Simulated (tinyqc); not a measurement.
Channel direction: nanosheet or nanowire with hard walls, valleys of the Si type.

Six ellipsoidal valleys along the cube axes: inverse mass tensor w = 1/mt + (1/ml - 1/mt) a a^T with a the unit axis. Device axes: x along the channel, z = [001], y = z x x.

Hard walls around a W x H rectangle. The block w_c of w in (y, z) confines; the transport mass follows from 1/m_x = w_xx - w_xc w_c^-1 w_cx. The cross-section problem c (w_yy ky^2 + 2 w_yz ky kz + w_zz kz^2), c = hbar^2/2m0, is solved in products sin(n pi y/W) sin(l pi z/H), n, l = 1 to 12; if w_yz = 0 the levels are c pi^2 (w_yy n^2/W^2 + w_zz l^2/H^2). The w_yz term couples (n, l) to (n', l') by -2 c w_yz D_nn'(W) D_ll'(H) with D_nm(L) = 4 n m/(L (n^2 - m^2)) for n + m odd and 0 otherwise.

Without degeneracy the line density is N1 exp((EF - Ec)/kB T) with N1 = sum 2 g sqrt(m_x kB T/(4 pi c)) exp(-E/kB T), here over n, l up to 80 where w_yz = 0 and over all levels of a 12 x 12 sine basis otherwise; the classical value is W H Nc with Nc = 2 g_all (m_dos kB T/(4 pi c))^(3/2), m_dos = (ml mt^2)^(1/3); dVt = kB T ln(W H Nc/N1).

Constants: hbar^2/2m0 = 3.80998211 eV angstrom^2; kB = 8.617333262e-05 eV/K.

Inputs chosen for the exercise (near those of Si; the results hold for these values, not for the real material):
- ml = 0.907 m0 (longitudinal mass)
- mt = 0.192 m0 (transverse mass)
- T = 300 K (temperature)
- g_all = 6 (number of valleys)
- W = 65 angstrom (width, along y)
- H = 40 angstrom (height, along z = [001])

The same rectangle along [100] and [110]; groups ordered by w_zz, then w_yy.

Lowest level of each group:

| channel, group | valleys g | w_yy | w_zz | \|w_yz\| | m_x (m0) | E (eV) |
|---|---|---|---|---|---|---|
| [100] A | 2 | 5.208 | 1.103 | 0.000 | 0.192 | 0.0723 |
| [100] B | 2 | 1.103 | 5.208 | 0.000 | 0.192 | 0.1322 |
| [100] C | 2 | 5.208 | 5.208 | 0.000 | 0.907 | 0.1688 |
| [110] A | 2 | 5.208 | 1.103 | 0.000 | 0.192 | 0.0723 |
| [110] B | 4 | 3.155 | 5.208 | 0.000 | 0.549 | 0.1505 |

The lowest subband has m_x = 0.192 m0 and 2 valleys along [100], and 0.192 m0 and 2 valleys along [110]; its edge lies at 0.0723 and 0.0723 eV. These valleys have their axis along z, so turning the channel in the wafer plane leaves them alone; only the higher groups change.

Run: tinyqc, `OMP_NUM_THREADS=1 python tinyqc.py 1250634 1250635 out.jsonl`; Intel(R) Xeon(R) Processor @ 2.30GHz, one thread, shared host; about 0.03 s of CPU time with all checks.
